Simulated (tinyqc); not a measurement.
Ion implantation: universal nuclear stopping, Lindhard-Scharff electronic stopping and a Gaussian range profile: one step, computed by the program tinyqc.

An ion slows by elastic collisions with screened nuclei and by friction with electrons; channelling is ignored and the target is uniform.

Question. Gaussian profile. C(x) = C_p exp(-(x - R_p)^2/(2 dR_p^2)) with C_p = Q/(sqrt(2 pi) dR_p), 1 nm = 1e-7 cm; the profile falls to the background at x_j = R_p + dR_p sqrt(2 ln(C_p/C_B)); the peak atomic fraction is C_p/N.

Inputs (values chosen for the exercise, modelled on fluorine ions in silicon): target density N = 49.94 1/nm^3; dose Q = 4.8e+12 1/cm^2; background C_B = 3.7e+15 1/cm^3.

straggle dR_p = 6.442315 nm

projected range R_p = 19.69741 nm

Give: peak concentration C_p; depth x_j where C falls to C_B; peak atomic fraction.

Answer.

peak concentration C_p = 2.9724e+18 1/cm^3

Depth x_j where C falls to C_B = 43.260 nm

peak atomic fraction = 5.9520e-05
